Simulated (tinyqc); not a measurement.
X-ray photoelectron analysis of a thin oxide on a semiconductor: attenuation lengths, thickness, angle series and band offsets: one step, computed by the program tinyqc.

The same element is seen in the oxide and in the substrate, at nearly the same kinetic energy; films are flat and uniform, and the work function is ignored.

Problem. Inelastic mean free paths. TPP-2M: lambda = E/(E_p^2 [b ln(c E) - C/E + D/E^2]) in angstrom, E_p = 28.8 sqrt(N_v rho/M), b = -0.10 + 0.944/sqrt(E_p^2 + E_g^2) + 0.069 rho^0.1, c = 0.191/sqrt(rho), U = N_v rho/M, C = 1.97 - 0.91 U, D = 53.4 - 20.8 U, with E = photon energy less binding energy in eV. Attenuation length L = factor x lambda.

Inputs (values chosen for the exercise, modelled on SiO2 on 4H-SiC):
```
quantity                                           value    unit
photon energy                                     1486.6      eV
binding energy of the core level                   100.5      eV
oxide density                                       2.19  g/cm^3
oxide formula mass                                 60.08   g/mol
valence electrons per oxide formula                   16       -
oxide gap                                           8.95      eV
substrate density                                   3.21  g/cm^3
substrate formula mass                              40.1   g/mol
valence electrons per substrate formula                8       -
substrate gap                                       3.26      eV
attenuation length over inelastic mean free path    0.91       -
```

Give: kinetic energy E; the table «Terms» with the columns E_p (eV), b, c, lambda (nm), for layer = oxide, substrate; L in the oxide; L in the substrate.

Solution.

kinetic energy E = 1386.1 eV

Terms:
```
layer      E_p (eV)        b       c  lambda (nm)
oxide         21.99  0.01438  0.1291        3.894
substrate     23.05  0.01809  0.1066        2.919
```

L in the oxide = 3.544 nm

L in the substrate = 2.656 nm
